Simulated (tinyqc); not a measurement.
Worked calculation (part 3 of 3): UHF in the sto-3g basis, for BeH, spin multiplicity 2. This run ends on a higher stationary point, not on the lowest solution. Computed by tinyqc, a small Python program that keeps every step (integrals from PySCF). Command: `OMP_NUM_THREADS=1 python tinyqc.py 29916 29917 out.jsonl` (the two numbers bound the seeds that draw the settings). One thread of a shared host (Intel(R) Xeon(R) Processor @ 2.60GHz), about 0.1 s of CPU time with the checks.

Geometry (angstrom):
```
atom         x         y         z
Be    0.000000  0.000000  0.000000
H     0.000000  0.000000  1.489000
```

## Iteration 12 (converged): orbitals

converged F(alpha) (hartree):
```
            1Be 1s     1Be 2s    1Be 2px    1Be 2py    1Be 2pz      2H 1s
1Be 1s   -4.488497  -1.288472   0.000000   0.000000   0.013807  -0.251265
1Be 2s   -1.288472  -0.623151   0.000000   0.000000  -0.099062  -0.357502
1Be 2px   0.000000   0.000000  -0.163575  -0.037711   0.000000   0.000000
1Be 2py   0.000000   0.000000  -0.037711   0.205916   0.000000   0.000000
1Be 2pz   0.013807  -0.099062   0.000000   0.000000   0.120167  -0.172003
2H 1s    -0.251265  -0.357502   0.000000   0.000000  -0.172003  -0.052230
```

converged F(beta) (hartree):
```
            1Be 1s     1Be 2s   1Be 2px   1Be 2py    1Be 2pz      2H 1s
1Be 1s   -4.451830  -1.273886  0.000000  0.000000   0.012700  -0.251880
1Be 2s   -1.273886  -0.373348  0.000000  0.000000  -0.124966  -0.349186
1Be 2px   0.000000   0.000000  0.322748  0.004850   0.000000   0.000000
1Be 2py   0.000000   0.000000  0.004850  0.275229   0.000000   0.000000
1Be 2pz   0.012700  -0.124966  0.000000  0.000000   0.078898  -0.314095
2H 1s    -0.251880  -0.349186  0.000000  0.000000  -0.314095  -0.358403
```

X:
```
            1Be 1s     1Be 2s   1Be 2px   1Be 2py    1Be 2pz      2H 1s
1Be 1s    1.027694  -0.144760  0.000000  0.000000  -0.010731   0.023161
1Be 2s   -0.144760   1.117341  0.000000  0.000000   0.106051  -0.279075
1Be 2px   0.000000   0.000000  1.000000  0.000000   0.000000   0.000000
1Be 2py   0.000000   0.000000  0.000000  1.000000   0.000000   0.000000
1Be 2pz  -0.010731   0.106051  0.000000  0.000000   1.123920  -0.327369
2H 1s     0.023161  -0.279075  0.000000  0.000000  -0.327369   1.211332
```

Diagonalise F' = X^T F X, C = X C', fill 3 alpha and 2 beta electrons from the bottom; D(s) = C_occ C_occ^T. Each column has its largest component positive (the first on a tie).

F' = X^T F X (alpha) (hartree):
```
           1          2          3          4          5          6
1  -4.380340  -0.685281   0.000000   0.000000   0.009459  -0.013224
2  -0.685281  -0.269004   0.000000   0.000000   0.024800  -0.326534
3   0.000000   0.000000  -0.163575  -0.037711   0.000000   0.000000
4   0.000000   0.000000  -0.037711   0.205916   0.000000   0.000000
5   0.009459   0.024800   0.000000   0.000000   0.267286  -0.302069
6  -0.013224  -0.326534   0.000000   0.000000  -0.302069   0.247672
```

orbital energies (alpha) (hartree): MO1 -4.492479, MO2 -0.363289, MO3 -0.167385, MO4 0.082565, MO5 0.209726, MO6 0.638817

coefficients C (alpha):
```
               MO1        MO2       MO3        MO4        MO5        MO6
1Be 1s    0.991160  -0.247374  0.000000   0.149984   0.000000   0.108052
1Be 2s    0.033215   0.788175  0.000000  -0.595530   0.000000  -0.617704
1Be 2px   0.000000   0.000000  0.994936   0.000000  -0.100509   0.000000
1Be 2py   0.000000   0.000000  0.100509   0.000000   0.994936   0.000000
1Be 2pz  -0.000160   0.166697  0.000000   0.659682   0.000000  -0.958521
2H 1s    -0.004861   0.349836  0.000000   0.405661   0.000000   1.168736
```

F' = X^T F X (beta) (hartree):
```
           1          2         3         4          5          6
1  -4.340959  -0.711520  0.000000  0.000000   0.009039  -0.015512
2  -0.711520   0.011673  0.000000  0.000000   0.034710  -0.307682
3   0.000000   0.000000  0.322748  0.004850   0.000000   0.000000
4   0.000000   0.000000  0.004850  0.275229   0.000000   0.000000
5   0.009039   0.034710  0.000000  0.000000   0.282955  -0.370640
6  -0.015512  -0.307682  0.000000  0.000000  -0.370640  -0.084399
```

orbital energies (beta) (hartree): MO1 -4.455268, MO2 -0.424941, MO3 0.151073, MO4 0.274739, MO5 0.323238, MO6 0.598407

coefficients C (beta):
```
               MO1        MO2        MO3        MO4       MO5        MO6
1Be 1s    0.992073  -0.124962  -0.243184   0.000000  0.000000   0.137107
1Be 2s    0.029681   0.289746   0.886671   0.000000  0.000000  -0.698225
1Be 2px   0.000000   0.000000   0.000000  -0.100509  0.994936   0.000000
1Be 2py   0.000000   0.000000   0.000000   0.994936  0.100509   0.000000
1Be 2pz  -0.000698   0.234882  -0.515094   0.000000  0.000000  -1.030164
2H 1s    -0.003134   0.733032  -0.198386   0.000000  0.000000   1.037406
```

D(alpha) after iteration 12:
```
            1Be 1s     1Be 2s   1Be 2px   1Be 2py    1Be 2pz      2H 1s
1Be 1s    1.043591  -0.162053  0.000000  0.000000  -0.041395  -0.091358
1Be 2s   -0.162053   0.622323  0.000000  0.000000   0.131381   0.275570
1Be 2px   0.000000   0.000000  0.989898  0.100000   0.000000   0.000000
1Be 2py   0.000000   0.000000  0.100000  0.010102   0.000000   0.000000
1Be 2pz  -0.041395   0.131381  0.000000  0.000000   0.027788   0.058317
2H 1s    -0.091358   0.275570  0.000000  0.000000   0.058317   0.122409
```

D(beta) after iteration 12:
```
            1Be 1s     1Be 2s   1Be 2px   1Be 2py    1Be 2pz      2H 1s
1Be 1s    0.999825  -0.006762  0.000000  0.000000  -0.030043  -0.094710
1Be 2s   -0.006762   0.084834  0.000000  0.000000   0.068035   0.212300
1Be 2px   0.000000   0.000000  0.000000  0.000000   0.000000   0.000000
1Be 2py   0.000000   0.000000  0.000000  0.000000   0.000000   0.000000
1Be 2pz  -0.030043   0.068035  0.000000  0.000000   0.055170   0.172178
2H 1s    -0.094710   0.212300  0.000000  0.000000   0.172178   0.537345
```

## Convergence

Stop when the energy changes by less than 1e-10 hartree and every element of the error matrix X^T (F D S - S D F) X (for each spin) is below 3e-06.

Course of the cycle:
```
iteration   E (hartree)     change  largest element of the error matrix
1          -14.75629998          -                             6.64e-02
2          -14.78885860  -3.26e-02                             3.11e-02
3          -14.80198013  -1.31e-02                             1.95e-02
4          -14.80714055  -5.16e-03                             1.41e-02
5          -14.80928076  -2.14e-03                             1.02e-02
6          -14.81077639  -1.50e-03                             2.25e-03
7          -14.81087126  -9.49e-05                             6.58e-04
8          -14.81087432  -3.06e-06                             3.24e-04
9          -14.81087502  -6.93e-07                             1.69e-04
10         -14.81087536  -3.45e-07                             1.24e-05
11         -14.81087536  -1.34e-09                             2.63e-06
12         -14.81087536  -5.21e-11                             3.33e-07
```

PySCF UHF in the same basis, after a stability check = -14.92402296 hartree

Converged in 12 iterations. But the solution lies 0.11315 hartree above the reference: it is another stationary point, not the lowest one. Reruns (cap 100 unless said): DIIS 8: converged in 11 to a higher stationary point; damping 0.5: converged in 95 to a higher stationary point; level shift 0.5: converged in 91 to a higher stationary point; atomic densities as start, DIIS 8: converged in 10.

## Populations, bond orders and dipole

overlap S:
```
           1Be 1s    1Be 2s   1Be 2px   1Be 2py   1Be 2pz     2H 1s
1Be 1s   1.000000  0.259517  0.000000  0.000000  0.000000  0.050072
1Be 2s   0.259517  1.000000  0.000000  0.000000  0.000000  0.401165
1Be 2px  0.000000  0.000000  1.000000  0.000000  0.000000  0.000000
1Be 2py  0.000000  0.000000  0.000000  1.000000  0.000000  0.000000
1Be 2pz  0.000000  0.000000  0.000000  0.000000  1.000000  0.480566
2H 1s    0.050072  0.401165  0.000000  0.000000  0.480566  1.000000
```

Mulliken: Z minus the diagonal of D S on the atom; Loewdin: the same with S^(1/2) D S^(1/2); Mayer order: 2 sum_s sum (D(s) S)_ij (D(s) S)_ji over the two atoms.

Charges (e):
```
atom   Mulliken    Loewdin  Mulliken spin
1Be   -0.043078  -0.052263       1.444104
2H     0.043078   0.052263      -0.444104
```

Mayer bond orders:
```
pair     order
2-1   0.800915
```

dipole moment about the origin, x y z (debye): 0.000000  0.000000  -2.005936

<S^2> of the determinant (pure state: 0.75) = 0.992935
